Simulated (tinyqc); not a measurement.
# Worked calculation: energy and delay of logic against supply voltage

tinyqc, about 0.01 s, one thread, Intel Xeon 2.30GHz (shared host): `OMP_NUM_THREADS=1 python tinyqc.py 2082119 2082120 out.jsonl` Printed values are rounded.

One expression serves below and above threshold: I(Vg) = Ik [ln(1 + exp((Vg - VT + dd V)/(al nf Vt)))]^al, with I_on = I(V) and I_off = I(0). Gate delay td = kd C V/I_on, clock period LD td. Per gate and cycle the switching energy is act C V^2 and the leakage energy I_off V LD td. No short-circuit current, no variation. Minima are sought above 0.09 V; below a few Vt gates no longer switch and the model has no meaning.

Parameters, values chosen for the exercise; values of the order met in logic technologies: temperature T = 300 K; threshold voltage at zero drain bias VT = 0.33 V; slope factor nf = 1.15; barrier lowering per volt of supply dd = 0.07; specific current of a gate Ik = 1.6 uA; exponent of the current law al = 1.44; load capacitance of a gate C = 0.47 fF; delay factor kd = 0.9; logic depth LD = 60; activity factor act = 0.02; supply voltage V = 0.98 V.

Constants: q = 1.602176634e-19 C, kB = 1.380649e-23 J/K, Vt = kB T/q. Results are converted to the units shown.

## Currents, delay and energies

I_on, I_off, td, clock frequency 1/(LD td), both energies and their sum.

I_on = 92.9016 uA
I_off = 0.242593 nA
td = 4.46214 ps
clock frequency = 3.73513 GHz
switching energy = 9.02776 aJ
leakage energy = 0.0636501 aJ
energy = 9.09141 aJ

I_on/I_off = 3.83e5; leakage makes up 0.700 % of the energy.

## Starting value

V = 0.31 V.

V at the start = 0.31 V

## Iteration 1: new V

Minimum-energy supply: E(V) is the energy per gate and cycle; with h = 0.001 V, E' = (E(V + h) - E(V - h))/(2 h), E'' = (E(V - h) - 2 E(V) + E(V + h))/h^2, V(new) = V - E'/E''.

E' = 3.72260 aJ/V
E'' = 69.8397 aJ/V^2
V after iteration 1 = 0.256698 V

## Iteration 2: new V

As before.

E' = -2.92599 aJ/V
E'' = 206.432 aJ/V^2
V after iteration 2 = 0.270872 V

## Course of the iteration

Stop when the step is below 1e-9 V, or after 40 iterations.

Course of the iteration:
```
iteration  V before the step (V)   step (V)
1                           0.31    -0.0533
2                       0.256698     0.0142
3                       0.270872    2.59e-3
4                       0.273460    7.28e-5
5                       0.273533    5.28e-8
6                       0.273533  -2.00e-12
```

Converged in 6 iterations. There leakage makes up 26.1 % of the energy and the clock runs at 50.7 MHz.
